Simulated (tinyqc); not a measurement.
Charge pumping in an n-channel transistor: triangular pulses against frequency.

The gate is pulsed from accumulation to inversion and back. Energies E are counted from the intrinsic level; Dit(E) = D0 [1 + b (2 E/Eg)^2]. During each edge the traps near the bands emit their carriers, and those between Eh and Ee recombine once a cycle.

For a symmetric triangular wave tr = tf = 1/(2 f). ni = sqrt(Nc Nv) exp(-Eg/(2 Vt)), Eg in volts; emission times te = (dV/Va) tf and th = (dV/Va) tr; Ee = -Vt ln(vth sn ni te), Eh = +Vt ln(vth sp ni th). Nit = integral of Dit from Eh to Ee = D0 [Ee - Eh + 4 b (Ee^3 - Eh^3)/(3 Eg^2)], Qcp = q A Nit, Icp = f Qcp.

Inputs (values chosen for the exercise); band and dielectric values close to those of silicon:
```
symbol,value,unit,meaning
T,300,K,temperature
Eg,1.12,eV,band gap
Nc,2.75e19,cm^-3,conduction-band density of states at 300 K
Nv,2.69e19,cm^-3,valence-band density of states at 300 K
A,92,um^2,gate area
D0,2.1e11,cm^-2 eV^-1,trap density at midgap
b,6.6,,rise of the trap density towards the band edges
sn,1.9e-16,cm^2,cross-section for electrons
sp,3.3e-15,cm^2,cross-section for holes
vth,1.8e7,cm/s,"thermal velocity at 300 K, one nominal value for electrons and holes"
dV,0.86,V,Vth - Vfb
Va,2.4,V,pulse height
```

Constants: q = 1.602176634e-19 C, kB = 1.380649e-23 J/K, Vt = kB T/q. Results are converted to the units shown.

Triangular pulses against frequency:

| f (Hz) | Ee (eV) | Eh (eV) | Nit (cm^-2) | Icp (pA) | Qcp (fC) |
|---|---|---|---|---|---|
| 2200 | 0.1505 | -0.07670 | 5.340e10 | 17.32 | 7.871 |
| 5100 | 0.1722 | -0.09843 | 6.577e10 | 49.44 | 9.695 |
| 12000 | 0.1944 | -0.1206 | 7.953e10 | 140.7 | 11.72 |
| 26000 | 0.2143 | -0.1405 | 9.312e10 | 356.9 | 13.73 |
| 59000 | 0.2355 | -0.1617 | 1.089e11 | 947.1 | 16.05 |
| 1.3e5 | 0.2559 | -0.1821 | 1.256e11 | 2407 | 18.51 |
| 3e5 | 0.2776 | -0.2038 | 1.450e11 | 6414 | 21.38 |
| 6.9e5 | 0.2991 | -0.2253 | 1.664e11 | 1.692e4 | 24.53 |
| 1.6e6 | 0.3208 | -0.2470 | 1.901e11 | 4.484e4 | 28.02 |
| 3.5e6 | 0.3411 | -0.2673 | 2.143e11 | 1.106e5 | 31.59 |

Qcp rises from 7.87 to 31.6 fC, by 5.00 fC a decade between the first two rows and 10.5 between the last two (2 q A D0 Vt ln 10 = 3.69 fC): faster edges leave less time for emission and widen the window, so Icp grows faster than f, as f^(1.19).

Range of the model: The Fermi levels of inversion and accumulation are taken to lie beyond Ee and Eh, the flat tops to fill all traps, and no geometric current is added.

Numbers from tinyqc (`OMP_NUM_THREADS=1 python tinyqc.py 2030054 2030055 out.jsonl`; about 0.01 s on one thread of a shared Intel Xeon 2.30GHz).
